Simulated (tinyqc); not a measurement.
Wafer bonding and layer transfer: bond energy, gap closing, particles, bonding of dissimilar wafers and hydrogen blisters: one step, computed by the program tinyqc.

gamma is the energy per area of each of the two surfaces; plates are isotropic, and both wafers have E1 and t1.

Question. Bond energy from the blade test. Two cantilevers opened by t_b: gamma = 3 t_b^2 E1 t1^3 E2 t2^3/(16 L^4 (E1 t1^3 + E2 t2^3)).

Inputs (values chosen for the exercise, with wafer 1 close to silicon): Young's modulus E1 = 141 GPa; thickness t1 = 625 micrometre; blade thickness t_b = 50 micrometre; crack length L = 12.2 mm.

Pair: two equal wafers.

Give: bond energy gamma.

Answer.

bond energy gamma = 0.3642 J/m^2

An error of 5 % in L changes gamma by about 20 %. This is the level of partly covalent bonding.
